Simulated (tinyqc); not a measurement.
What each parameter does: band-to-band tunnelling across a p-n junction in a two-band chain.

Sites alternate A at -Eg/2 and C at +Eg/2 with hopping -t; near the edges, with k counted from the zone boundary pi/a, E^2 = (Eg/2)^2 + (t a k)^2, so t = sqrt(c Eg/m)/a gives the mass m, c = hbar^2/2m0. In the gap cosh(q a) = 1 + (Eg^2/4 - e^2)/(2 t^2), e the energy from the local mid-gap. The potential is V0 = Eg + ov on the p side (left), 0 on the n side, and falls linearly over the 2N sites of the junction, V_j = V0 (1 - j/(2N + 1)), j = 1 to 2N, site 1 being A. E = Eg/2 + x ov. A half chain that ends on a site of level e1 with neighbour e2 has g = (1 + z)/(E - e1), z = exp(-/+ i k a) the root with Im g < 0, cos(k a) = (E - e1)(E - e2)/(2 t^2) - 1. S_L = t^2 g (ending on C, shifted by V0), S_R = t^2 g (starting on A). T = 4 Im(S_L) Im(S_R) |G_(1,2N)|^2.

Constants: hbar^2/2m0 = 3.80998211 eV angstrom^2.

Inputs chosen for the exercise (gap and mass near those of GaSb; the results hold for these values, not for the real material): Eg = 0.747 eV (gap); m = 0.0413 m0 (mass of electron and light hole); a = 6 angstrom (period (two sites)); ov = 0.38 eV (overlap: top of the valence band on the p side above the conduction edge on the n side); Nw = 40 (periods in the junction); x = 0.63 (energy above the n-side conduction edge, as a share of ov).

N = Nw; WKB exponent 2 I/F with I = pi Eg^2/(8 t a), F = V0/((2N + 1) a/2).

Results for these values:

| case | F (MV/cm) | exponent | log10 T of the chain |
|---|---|---|---|
| base | 0.4638 | 11.3833 | -4.9375 |

What happens to each result for a = 6.5 angstrom, all else kept?

Answer: F falls from 0.4638 to 0.4281; exponent rises from 11.3833 to 12.3319; log10 T of the chain falls from -4.9375 to -5.3501.

The same for each parameter in turn:

| case | F (MV/cm) | exponent | log10 T of the chain |
|---|---|---|---|
| base | 0.4638 | 11.3833 | -4.9375 |
| Eg = 0.8217 eV | 0.4945 | 12.3164 | -5.3366 |
| m = 0.04543 m0 | 0.4638 | 11.9389 | -5.1795 |
| ov = 0.43 eV | 0.4844 | 10.8997 | -4.7321 |
| Nw = 43 | 0.4318 | 12.2265 | -5.3064 |
| x = 0.4 | 0.4638 | 11.3833 | -4.9546 |
| a = 6.5 angstrom | 0.4281 | 12.3319 | -5.3501 |

(tinyqc, `OMP_NUM_THREADS=1 python tinyqc.py 1480389 1480390 out.jsonl`, Intel(R) Xeon(R) Processor @ 2.30GHz, 1 thread, shared host, about 0.01 s.)
